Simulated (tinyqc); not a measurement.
Potential-pH (Pourbaix) lines of a metal, its cation, its oxide and an oxyanion, with a complexing ligand. Changing the total ligand c_L. Computed by tinyqc, a small Python program. Command: `OMP_NUM_THREADS=1 python tinyqc.py 3027896 3027897 out.jsonl pourb sweep`. One thread of a shared host (Intel(R) Xeon(R) Processor @ 2.30GHz), about 0.01 s of CPU time with the checks.

Potentials are against the standard hydrogen electrode; solids and water have unit activity; dG_f of M, H+ and the electron is zero; F = e N_A and s = R T ln(10)/F. The cation carries z = 2.

Inputs (values chosen for the exercise, modelled on nickel):
```
quantity                                      value      unit
dG_f of the cation                            -45.5    kJ/mol
dG_f of the oxide                           -211.75    kJ/mol
dG_f of the oxyanion                        -263.28    kJ/mol
dG_f of water                               -237.14    kJ/mol
temperature T                                298.15         K
log10 of the dissolved activity a                -5         -
pH                                              2.4         -
potential E                                      -1         V
log10 of the stability constant beta of ML        7         -
pKa of HL                                         4         -
limiting current density i_L                0.00055    A/cm^2
molar volume V_m                               6.59  cm^3/mol
```

Species: M, M2+, MO, MO2(2-).

exchange current densities, metal and cathodic (A/cm^2): 2.9e-06  7.8e-11

Tafel slopes, anodic and cathodic (mV/decade): 75  100

Constants: R = 8.314462618 J/(mol K); e = 1.602176634e-19 C; N_A = 6.02214076e+23 1/mol.

Method:
- M2+ + 2e = M; MO + 2H+ + 2e = M + H2O; MO2(2-) + 4H+ + 2e = M + 2H2O. For each, E0 = -dG/(z F), and E = E0 + (s/z) log10 a - (s n_H/z) pH, with no activity term for the oxide.
- The metal is stable below the lowest of the three lines; above it, the species of the lowest line is stable. Water lines at 1 bar: hydrogen E = -s pH, oxygen E = -dG_f(water)/(2F) - s pH.
- The free ligand is c_L/(1 + 10^(pKa - pH)) (ligand in excess); dissolved metal is a in all, so the free cation is a/alpha, alpha = 1 + beta [L]; the cation line drops by (s/z) log10 alpha.
- Anodic i = i0a 10^((E - E_a)/b_a) with E_a the cation line with ligand; cathodic i = i0c 10^((E_c - E)/b_c) with E_c the oxygen line; supply caps the cathodic current, 1/i_c = 1/i(Tafel) + 1/i_L. E_corr makes the two currents equal. Without the cap it would be [b_c E_a + b_a E_c + b_a b_c log10(i0c/i0a)]/(b_a + b_c). Rate = i V_m/(z F). Films are left out.

One run for each value; columns: (1) total ligand c_L (mol/L); (2) log10 alpha; (3) cation line with ligand (V); (4) etch rate (nm/min); (5) that line less the oxide line (V):
```
(1)         (2)      (3)    (4)      (5)
1.00e-05  0.538  -0.3996  11.27  -0.3892
4.00e-05  1.033  -0.4143  11.27  -0.4038
2.00e-04  1.699  -0.4339  11.27  -0.4235
7.00e-04  2.237  -0.4499  11.27  -0.4394
3.00e-03  2.867  -0.4685  11.27  -0.4581
1.00e-02  3.389  -0.4839  11.27  -0.4735
6.00e-02  4.167  -0.5070  11.27  -0.4965
2.00e-01  4.690  -0.5224  11.27  -0.5120
1.00e+00  5.389  -0.5431  11.27  -0.5327
```

Describe and explain the trends.

Over the rows, log10 alpha rises from 0.538 to 5.39; cation line with ligand (V) falls from -0.400 to -0.543; etch rate (nm/min) rises from 11.26958 to 11.26959. Once beta [L] exceeds 1, each decade of ligand lowers the cation line by s/z; the etch rate changes by less than 20 % over the rows.

Caution (all rows): other oxidation states, hydroxides and hydrides are left out, and the lines say nothing of rates. Caution (rows 1.00e-5, 4.00e-5): the ligand is not in tenfold excess over the metal, as assumed. Caution (all rows): E_corr lies below the hydrogen line, so hydrogen evolution, left out here, adds cathodic current.
